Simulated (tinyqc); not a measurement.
Inside a calculation. Model: signal and retention of a DRAM cell.

Numbers from tinyqc (`OMP_NUM_THREADS=1 python tinyqc.py 2130159 2130160 out.jsonl`; about 0.01 s on one thread of a shared Intel Xeon 2.30GHz). Printed values are rounded.

A stored one starts at Vd and leaks: Cs dV/dt = -I(V), I = a sqrt((V + Vb)/(Vd + Vb)) + b, with a = Ig exp[-(Eg1 q/kB)(1/T - 1/T0)] (generation in a depletion layer) and b = Is exp[-(Es q/kB)(1/T - 1/T0)]. The bit line is precharged to Vd/2, and charge sharing gives the signal (V - Vd/2) Cs/(Cs + Cb).

Values chosen for this exercise:
```
symbol,value,unit,meaning
Vd,1.1,V,array voltage
Cs,14,fF,cell capacitance
Cb,41,fF,bit-line capacitance
dm,35,mV,smallest signal that the sense amplifier resolves
Vb,1.27,V,built-in plus back-bias voltage of the storage junction
Ig,0.48,fA,junction leakage at V = Vd and T0
Is,0.13,fA,voltage-independent leakage at T0
Es,0.3,eV,activation energy of Is
T0,358,K,reference temperature
T,358,K,temperature
sg,0.68,,deviation of ln(retention time) over the cells
Nc,1.07e9,,cells
tr,64,ms,refresh interval
Eg1,0.62,eV,activation energy of Ig
```

Constants: q = 1.602176634e-19 C, kB = 1.380649e-23 J/K. Results are converted to the units shown.

Range of the model: Real arrays also hold a tail of unusually leaky cells and cells whose retention varies in time, which this model lacks.

## Signal and margin

The cell fails below Vc = Vd/2 + dm (Cs + Cb)/Cs.

transfer ratio = 0.254545
signal of a fresh one = 140 mV
Vc = 0.6875 V
charge that may be lost = 5.775 fC
the same in electrons = 36044.7

## Retention time

With s = sqrt((Vc + Vb)/(Vd + Vb)), the time from Vd to Vc is t = [2 Cs (Vd + Vb)/a] [1 - s - (b/a) ln((a + b)/(a s + b))].

a = 0.48 fA
b = 0.13 fA
retention time = 9.81820 s
estimate with the current held at a + b = 9.46721 s

The constant-current estimate is 3.6 % below the true time, since the junction leaks less as V falls.

## Failing cells

This time is the median of a log-normal spread: failing cells = Nc erfc(z/sqrt 2)/2, z = ln(t/tr)/sg. One failure is expected at the interval where that count equals 1.

z = 7.40163
failing cells = 7.19684e-5
interval for one failure = 165.012 ms

The weakest cell of the array lies about 6.01 deviations out, a factor of 59.5 below the median; the chosen interval is shorter than that time.
